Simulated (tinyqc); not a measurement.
AlGaN/GaN HEMT with access regions, lumped model: two steps of the calculation.

A polarisation-induced electron sheet under a Schottky gate, in series with two ungated access regions and contacts. Drift law v = mu E/(1 + mu E/vs) under the gate. Currents in mA/mm, resistances in ohm mm. No self-heating, no channel-length modulation; fits for polarisation, barrier and offset are chosen for the exercise.

Parameters, values chosen for the exercise; values close to those of AlGaN/GaN structures: aluminium share of the barrier x = 0.31; barrier thickness d = 15 nm; relative permittivity of barrier and channel eps_r = 9.3; channel mobility mu = 1200 cm^2/(V s); saturation velocity vs = 1.6e7 cm/s; gate length Lg = 1 um; source access length Ls = 0.5 um; drain access length Ld = 4 um; resistance of each contact Rc = 0.34 ohm mm; share of the drain-access electrons removed by traps ft = 0; gate voltage Vg = 0.5 V; drain voltage Vd = 2 V.

Constants: q = 1.602176634e-19 C, eps0 = 8.8541878128e-14 F/cm where lengths are in cm. Results are converted to the units shown.

Problem 1. Polarisation charge, threshold and sheet resistance. sigma = (5e13 x + 1.6e13 x^2) cm^-2, phiB = 0.84 + 1.3 x, dEc = 0.7 (1.71 x + x^2) in volts, Cb = eps0 eps_r/d, VT = phiB - dEc - q sigma/Cb, access density n0 = -Cb VT/q. Rsh = 1/(q mu n0); largest access current q n0 vs.

Wanted: sigma; Cb; VT; n0; Rsh; q n0 vs.

Solution 1.

sigma = 1.704e13 cm^-2
Cb = 0.5490 uF/cm^2
VT = -4.168 V
n0 = 1.428e13 cm^-2
Rsh = 364.2 ohm
q n0 vs = 3661 mA/mm

Problem 2. Drain current. Access resistance R(L, n) = L/(q mu n sqrt(1 - (I/(q n vs))^2)); Rs = Rc + R(Ls, n0), Rd = Rc + R(Ld, (1 - ft) n0). Vg' = Vg - I Rs, Vd' = Vd - I (Rs + Rd); with u = Vg' - VT, Vc = vs Lg/mu and w the smaller of Vd' and Vc [sqrt(1 + 2 u/Vc) - 1] (0 if negative), the channel gives (mu Cb/Lg)(u w - w^2/2)/(1 + w/Vc). I(new) = I + 0.3 (channel current - I).

I at the start = 570 mA/mm
VT = -4.1678812 V
Cb = 0.54895964 uF/cm^2
n0 = 1.4280564e13 cm^-2

Wanted: Rs; Rd; Vg'; Vd'; channel current; I after iteration 1.

Solution 2.

Rs = 0.5244 ohm mm
Rd = 1.815 ohm mm
Vg' = 0.2011 V
Vd' = 0.6666 V
channel current = 1182 mA/mm
I after iteration 1 = 753.5 mA/mm

Program tinyqc, `OMP_NUM_THREADS=1 python tinyqc.py 2570116 2570117 out.jsonl`; Intel Xeon 2.30GHz, shared host, one thread, about 0.01 s.
